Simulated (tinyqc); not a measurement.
From results back to parameters: Slater-Koster d bands of a bcc metal. Two cases, with inputs chosen for the exercise.

Problem. In a bcc d band E(t2g) = +/-((8/3) dds + (16/9) ddp + (32/9) ddd) + f2 (4 ddp + 2 ddd) and E(eg) = +/-((16/3) ddp + (8/3) ddd) + f2 (3 dds + 3 ddd), with + at Gamma and - at H = (1,0,0). ddd is given; the four levels come from hidden dds, ddp and f2.

Find: f2; dds, ddp.

Method. Half differences between Gamma and H give the first-neighbour parts and half sums the second. The eg half difference gives ddp and the t2g one dds. Since 4 ddp + 2 ddd is 3/4 of (16/3) ddp + (8/3) ddd, f2 is 4/3 of the ratio of the t2g half sum to the eg half difference; the eg half sum then serves as a check. Without ddd these four levels would not fix the three integrals.

Case 1.

Values chosen (out of a larger set: of the size met in Mo; not measured data): ddd = -0.108 eV (dd delta).

levels (eV): t2g Gamma -0.60370, eg Gamma 2.21073, t2g H 3.61141, eg H -6.02394

Solution.

f2 = 0.487

dds, ddp (eV): -1.197  0.826

Case 2.

Values chosen (out of a larger set: of the size met in Mo; not measured data): ddd = -0.071 eV (dd delta).

levels (eV): t2g Gamma -1.14514, eg Gamma 2.19806, t2g H 3.13574, eg H -4.97528

Solution.

f2 = 0.370

dds, ddp (eV): -1.180  0.708

Computed by tinyqc, one run a case: `OMP_NUM_THREADS=1 python tinyqc.py N N+1 out.jsonl` with N = 1482641, 1482691; one thread of a shared Intel(R) Xeon(R) Processor @ 2.30GHz, about 0.06 s a run at most.
